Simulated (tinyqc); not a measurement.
Strain, valley repopulation and piezoresistance in a many-valley conduction band: one step, computed by the program tinyqc.

Valleys are ellipsoids with mass m_l along the axis a and m_t across it, parabolic, with one constant relaxation time; strain shifts the valleys and leaves the masses alone. Currents are taken along [100], in the plane, and along [001], across the plane.

Task: Mobility tensor and resistance change. Mobility tensor mu = e tau sum_v (n_v/n) [1/m_t + (1/m_l - 1/m_t) a a^T]; unstrained mu_0 = e tau (1/m_l + 2/m_t)/3; resistivity along d from the inverse tensor, rho_d = d.mu^-1.d/(n e), mobility along d = 1/(d.mu^-1.d); gauge pi_d = (rho_d/rho_0 - 1)/X.

Inputs (values chosen for the exercise, modelled on silicon):
```
quantity               value  unit
longitudinal mass m_l  0.909   m_0
transverse mass m_t     0.19   m_0
relaxation time tau       50    fs
temperature T            300     K
```

Valley axes: <100> (6 valleys in 3 pairs). Load: biaxial in the (001) plane.

share of the electrons (per pair): x 0.2064748, y 0.2064748, z 0.5870505

Constants: e = 1.602176634e-19 C; m_0 = 9.1093837015e-31 kg.

Give: mobility tensor; unstrained mobility mu_0; mobility along the first direction; mobility along the second direction; resistance change along the first direction; resistance change along the second direction.

Result:

mobility tensor (cm^2/(V s)):
```
       x      y      z
x  387.3    0.0    0.0
y    0.0  387.3    0.0
z    0.0    0.0  247.9
```

unstrained mobility mu_0 = 340.8 cm^2/(V s)

mobility along the first direction = 387.3 cm^2/(V s)

mobility along the second direction = 247.9 cm^2/(V s)

resistance change along the first direction = -11.99 %

resistance change along the second direction = 37.47 %

The mobility lies between e tau/m_l = 96.7 and e tau/m_t = 463; the trace stays at 3 mu_0. Along the first direction the filled valleys present more of their light mass.
